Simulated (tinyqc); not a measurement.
Anisotropic elasticity and sound waves of a cubic crystal. Changing the C12. Computed by tinyqc, a small Python program. Command: `OMP_NUM_THREADS=1 python tinyqc.py 3027474 3027475 out.jsonl cubicelastic sweep`. One thread of a shared host (Intel(R) Xeon(R) Processor @ 2.30GHz), about 0.01 s of CPU time with the checks.

Voigt order 1..6 = xx, yy, zz, yz, xz, xy, with engineering shear strains. The rotated frame has x' as named, z' along the wafer normal and y' = z' x x'.

Inputs (values chosen for the exercise, modelled on magnesium oxide):
```
quantity                                value   unit
C11                                     292.5    GPa
C44                                       153    GPa
expansion coefficient of the film          11  ppm/K
expansion coefficient of the substrate    5.7  ppm/K
cooling Delta T                           200      K
```

Frame: (110) wafer, x' along [1-11].

direction cosines a (rows x', y', z' in the cube axes):
```
            x           y           z
x'  0.5773503  -0.5773503   0.5773503
y'  0.4082483  -0.4082483  -0.8164966
z'  0.7071068   0.7071068   0.0000000
```

Method:
- S11 = (C11 + C12)/D, S12 = -C12/D, D = (C11 - C12)(C11 + 2 C12), S44 = 1/C44. Zener ratio A = 2 C44/(C11 - C12); S0 = S11 - S12 - S44/2; H = 2 C44 + C12 - C11.
- C'_ijkl = C12 delta_ij delta_kl + C44 (delta_ik delta_jl + delta_il delta_jk) - H sum_m a_im a_jm a_km a_lm.
- Invert C' to S'. E along x' = 1/S'11, along y' = 1/S'22; Poisson ratios nu(x'y') = -S'12/S'11 and nu(x'z') = -S'13/S'11; in-plane shear modulus 1/S'66.
- On cooling, a thick substrate imposes eps_1 = eps_2 = (alpha_film - alpha_substrate) Delta T and eps_6 = 0; the free surface sets sigma_3 = sigma_4 = sigma_5 = 0, which fixes eps_3, eps_4, eps_5. Biaxial modulus M = (sigma_1 + sigma_2)/(2 eps); energy density M eps^2. Elastic response and constant coefficients are assumed.

One run for each value:
```
C12 (GPa)  E along x' (GPa)  biaxial modulus M (GPa)  Zener ratio A  nu(x'z')  in-plane shear modulus (GPa)
14.6                 311.06                   313.75          1.101   0.01654                        143.34
45.7                 328.20                   347.07          1.240   0.07255                        131.91
76.8                 341.78                   374.46          1.419   0.11693                        119.62
108.0                352.84                   396.76          1.659   0.15306                        106.32
170.0                369.60                   428.18          2.498   0.20783                         76.55
201.0                376.14                   438.46          3.344   0.22920                         59.70
232.0                381.79                   445.66          5.058   0.24766                         41.29
263.0                386.71                   450.10         10.373   0.26377                         21.11
```

Give the missing row, C12 (GPa) = 139.0.

Computed row:
```
C12 (GPa)  E along x' (GPa)  biaxial modulus M (GPa)  Zener ratio A  nu(x'z')  in-plane shear modulus (GPa)
139.0                361.93                   414.43          1.993   0.18279                         92.04
```

Interpolating between the two neighbouring rows (the first column on a logarithmic scale, the others too where they are positive) misses most in Zener ratio A, by 4.5 %. Over the rows, E along x' (GPa) rises from 311 to 387 (exponent d ln y / d ln x 0.047 between the first rows and 0.10 between the last); biaxial modulus M (GPa) rises from 314 to 450 (exponent d ln y / d ln x 0.088 between the first rows and 0.079 between the last); Zener ratio A rises from 1.10 to 10.4 (exponent d ln y / d ln x 0.10 between the first rows and 5.7 between the last). As C12 nears C11 the shear constant (C11 - C12)/2 vanishes, and directions that use it turn soft.

Caution (all rows): the thermal stress of this film exceeds 200 MPa, which can relax by slip, cracking or buckling in a real film.
